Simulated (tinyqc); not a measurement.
# Transfer-length model of a contact: two studies

A metal contact of length d and width W on a thin layer of the same width. The metal has no resistance, the sheet resistance under it equals Rsh, and current enters the layer at the front edge x = 0.

Parameters, values chosen for the exercise: sheet resistance of the semiconductor layer Rsh = 530 ohm/sq; specific contact resistivity rc = 1e-8 ohm cm^2; contact length d = 0.15 um; contact width W = 1.1 um.

Each table varies one quantity; the others keep the values above.

## Effect of the contact resistivity

Transfer length Lt = sqrt(rc/Rsh); front resistance Rc = (Rsh Lt/W) coth(d/Lt); end resistance Re = (Rsh Lt/W)/sinh(d/Lt).

Effect of the contact resistivity:
```
rc (ohm cm^2)   Lt (um)    d/Lt  Rc W (ohm um)
2.1e-10        0.006295   23.83          3.336
4.8e-10        0.009517   15.76          5.044
1.1e-9          0.01441   10.41          7.635
2.6e-9          0.02215   6.772          11.74
6.1e-9          0.03393   4.421          17.99
1.4e-8          0.05140   2.919          27.40
3.3e-8          0.07891   1.901          43.73
7.8e-8           0.1213   1.236          76.14
1.8e-7           0.1843  0.8139          145.4
4.2e-7           0.2815  0.5328          306.0
```

Rc W rises from 3.34 to 306 ohm um, as rc^(0.50) between the first two rows (d/Lt = 24) and rc^(0.88) between the last two (d/Lt = 0.53); a long contact gives the power 1/2 and a short one 1. In 3 of the 10 rows Lt is below 20 nm, near the thickness of a real layer, where current spreads in depth and the line model fails.

## Effect of the contact length

Same model as above.

Effect of the contact length:
```
d (um)     d/Lt  Rc W (ohm um)  rc/d (ohm um)     Re/Rc
0.0053  0.12202         189.61         188.68   0.99260
0.0088  0.20259         115.19         113.64   0.97982
0.015   0.34533         69.296         66.667   0.94320
0.024   0.55252         45.823         41.667   0.86463
0.041   0.94389         31.237         24.390   0.67589
0.067    1.5425         25.228         14.925   0.40901
0.11     2.5324         23.314         9.0909   0.15794
0.19     4.3741         23.029         5.2632  0.025194
```

What does the table show?

Rc W falls from 190 to 23.0 ohm um, as d^(-0.98) between the first two rows. It levels off at sqrt(rc Rsh) = 23.0 ohm um and, among the rows, is within 5 % of that from d = 0.11 um on (Lt = 0.0434 um): metal beyond two transfer lengths lowers Rc by less than 4 %.

Computed by the program tinyqc: `OMP_NUM_THREADS=1 python tinyqc.py 2760080 2760081 out.jsonl`, one thread of a shared Intel Xeon 2.30GHz, about 0.01 s for the whole run.
